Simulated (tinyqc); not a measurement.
## LED efficiency against current

ABC model of an LED: J = q da (A n + Ba n^2 + Ca n^3), IQE = Ba n^2/(A n + Ba n^2 + Ca n^3), differential lifetime 1/(A + 2 Ba n + 3 Ca n^2).

Inputs (values chosen for the exercise): defect coefficient of the active layer A = 2.7e6 1/s; radiative coefficient of the active layer Ba = 9.9e-11 cm^3/s; Auger coefficient of the active layer Ca = 2.7e-29 cm^6/s; thickness of the active layer da = 16 nm.

Constants: q = 1.602176634e-19 C. Results are converted to the units shown.

Results:
```
J (A/cm^2)	n (cm^-3)	IQE (%)	defect share (%)	Auger share (%)	differential lifetime (ns)
0.01	1.0440e16	27.661	72.260	0.078760	209.38
0.04	2.8267e16	50.697	48.913	0.39084	119.59
0.2	7.5522e16	72.374	26.136	1.4907	55.202
3	3.1752e17	85.289	7.3257	7.3857	13.562
10	5.7215e17	83.077	3.9601	12.963	7.0175
50	1.2072e18	73.973	1.6711	24.355	2.7795
200	2.2091e18	61.926	0.76451	37.310	1.1970
900	4.0884e18	47.133	0.31441	52.553	0.46166
```

Estimate the missing row, J = 0.7 A/cm^2.

Computed row:
```
J (A/cm^2)	n (cm^-3)	IQE (%)	defect share (%)	Auger share (%)	differential lifetime (ns)
0.7	1.5021e17	81.797	14.852	3.3508	29.182
```

With this row back in the table: The IQE goes from 27.7 through a maximum of 85.3 (at J = 3 A/cm^2 among the rows listed) to 47.1 %. The exact peak, Q/(Q + 2) = 85.3 % with Q = Ba/sqrt(A Ca) = 11.6, lies at n = sqrt(A/Ca) = 3.16e17 cm^-3, J = 2.98 A/cm^2, where the defect and Auger shares are equal. n goes as J^(0.72) at the low end and J^(0.41) at the high end.

Numbers from tinyqc (`OMP_NUM_THREADS=1 python tinyqc.py 2300134 2300135 out.jsonl`; about 0.01 s on one thread of a shared Intel Xeon 2.30GHz).
